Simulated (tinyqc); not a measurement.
# Mobility, diffusion coefficient and lifetime from two collectors

Inverse problem. For an injected sheet in a field F the peak time tp at distance L obeys u^2 tp^2 + 2 D tp = L^2 with u^2 = v^2 + 4 D/tau, and the pulse area goes as exp(L (v - u)/(2 D)); v = mu F. Find u, D, mu and tau without using the Einstein relation.

Values chosen for this exercise:
```
symbol,value,unit,meaning
F,20,V/cm,sweep field along the drift
```

distances (um): [160, 310]
peak times (us): [0.175955366, 0.350955901]
ratio of the areas, far over near = 0.431032243

Solution. The two peak times give two linear equations for u^2 and D; the area ratio gives v - u, and u^2 - v^2 = 4 D/tau gives tau.

u = 8.563e4 cm/s
D = 82.30 cm^2/s
mu = 3820 cm^2/(V s)
tau = 2.200e-7 s

Computed by the program tinyqc: `OMP_NUM_THREADS=1 python tinyqc.py 2310107 2310108 out.jsonl`, one thread of a shared Intel Xeon 2.30GHz, about 0.01 s for the whole run.
